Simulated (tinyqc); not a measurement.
Inside a calculation. Model: millisecond and nanosecond annealing: surface heating, thermal budget and solid-phase regrowth. Computed by tinyqc, a small Python program that keeps every step. Command: `OMP_NUM_THREADS=1 python tinyqc.py 3023728 3023729 out.jsonl flash walk`. One thread of a shared host (Intel(R) Xeon(R) Processor @ 2.30GHz), about 0.02 s of CPU time with the checks. Intermediate numbers are printed to about 6 digits and carried at full precision; extremes and crossings named in words are read from the listed rows.

A square pulse heats the surface of a thick wafer with constant thermal properties; losses by radiation are neglected and silicon melts at 1414 C.

Inputs (values chosen for the exercise, modelled on hot silicon with phosphorus): incident fluence = 0.366 J/cm^2; pulse length t_p = 3.4e-08 s; reflectance R = 0.53; thermal conductivity k = 0.29 W/(cm K); heat capacity per volume c = 2.2 J/(cm^3 K); preheat temperature T0 = 25 C; absorption depth = 0.25 um; wafer thickness d = 775 um; dopant prefactor D0 = 3.78 cm^2/s; dopant activation energy E = 3.71 eV; regrowth prefactor v0 = 4.2e+08 cm/s; regrowth energy E_v = 2.73 eV; amorphous layer = 12 nm.

Source: pulsed laser.

Constants: k_B = 8.617333262e-05 eV/K.

## Peak temperature

Absorbed flux q = (1 - R) fluence/t_p; kappa = k/c. With f(z, t) = (2 q/k) sqrt(kappa t) ierfc(z/(2 sqrt(kappa t))), ierfc(x) = exp(-x^2)/sqrt(pi) - x erfc(x): T = T0 + f(z, t) during the pulse and T0 + f(z, t) - f(z, t - t_p) after it. At the surface the rise at the end of the pulse is 2 q sqrt(t_p/(pi k c)); the fluence that just melts the surface scales with (1414 - T0).

absorbed flux q = 5.05941e+06 W/cm^2

kappa = 0.131818 cm^2/s

thermal length sqrt(kappa t_p) = 0.669464 um

peak temperature = 1342.91 C

fluence at the melting threshold = 0.385744 J/cm^2

The heated layer is 0.086 % of the wafer thickness, so the cold bulk quenches the surface. Caution: cold silicon conducts heat several times better than the constant k used here, so the real melting fluence is higher. Caution: the absorption depth is not small against the thermal length, so the surface-source formula overstates the peak.

## Temperature in depth and time

The formulas are those given above.

Temperature (C):
```
t/t_p  surface  z = 0.5 thermal lengths    z = 1    z = 2
0.10    441.76                   94.165   29.605   25.001
0.25    683.95                  258.174   83.695   26.142
0.50    956.90                  487.038  219.619   44.834
0.75   1166.34                  676.170  359.016   86.490
1.00   1342.91                  840.445  491.347  142.391
1.10    990.47                  831.885  537.426  167.190
1.50    707.20                  659.869  538.301  254.064
2.00    570.89                  547.315  482.729  296.847
4.00    378.13                  371.818  353.550  289.662
10.00   238.87                  237.462  233.304  217.472
```

One tenth of a pulse length after the end the surface has lost 352 C: cooling starts as sqrt(t - t_p), much faster than heating ends.

## Thermal budget

Temperatures in kelvin are T(C) + 273.15. Integrate exp(-E/(k_B T(t))) at the surface from 0 to 10 t_p (Gauss-Legendre, 60 points in sqrt(t) up to t_p and 60 in sqrt(t - t_p) after it). (Dt) = D0 x integral with E; regrowth = v0 x integral with E_v; effective time = integral/exp(-E/(k_B T_peak)).

budget (Dt) = 2.98634e-20 cm^2

diffusion length 2 sqrt(Dt) = 0.00345621 nm

effective time over t_p = 0.0863090

possible regrowth = 0.0503717 nm

Only 8.6 % of the pulse counts at the peak; the estimate 2 k_B T_peak^2/(E (T_peak - T0)) gives 9.2 %. The amorphous layer of 12 nm regrows only by 0.42 % of its thickness. Caution: equilibrium diffusivities are used; implant damage enhances diffusion, and k and c vary with temperature. Caution: the peak lies above 1150 C, and amorphous silicon melts some 200 to 250 K below the crystal, so a layer that has not regrown before the peak may melt instead. Caution: a diffusion length below the atomic spacing of 0.235 nm means about one jump per atom or fewer, so the profile does not change measurably.

## Same peak temperature, different pulse lengths

For each t_p the flux is set so that the peak temperature stays the same: q sqrt(t_p) is fixed.

Pulses:
```
t_p (s)   fluence (J/cm^2)   q (W/cm^2)  thermal length (um)  2 sqrt(Dt) (nm)  regrowth (nm)
1.00e-07       6.27685e-01  2.95012e+06          1.14812e+00      5.92735e-03    1.48152e-01
1.00e-06       1.98491e+00  9.32909e+05          3.63068e+00      1.87439e-02    1.48152e+00
1.00e-05       6.27685e+00  2.95012e+05          1.14812e+01      5.92735e-02    1.48152e+01
1.00e-04       1.98491e+01  9.32909e+04          3.63068e+01      1.87439e-01    1.48152e+02
3.00e-04       3.43797e+01  5.38616e+04          6.28852e+01      3.24654e-01    4.44456e+02
1.00e-03       6.27685e+01  2.95012e+04          1.14812e+02      5.92735e-01    1.48152e+03
3.00e-03       1.08718e+02  1.70325e+04          1.98860e+02      1.02665e+00    4.44456e+03
1.00e-02       1.98491e+02  9.32909e+03          3.63068e+02      1.87439e+00    1.48152e+04
```

Fluence and diffusion length grow as sqrt(t_p), regrowth as t_p. The layer of 12 nm regrows from t_p = 1e-05 s on among these rows, at a diffusion length of 0.059 nm. Caution: amorphous silicon melts some 200 to 250 K below the crystal, which matters for the short pulses that reach the peak before regrowth. Caution: the shortest pulses need a source absorbed within their thermal length, and the longest also heat the back of the wafer, which the thick-wafer formula leaves out.

Checks made by the program: heat stored at the end of the pulse against the absorbed fluence (relative difference below 1e-10).
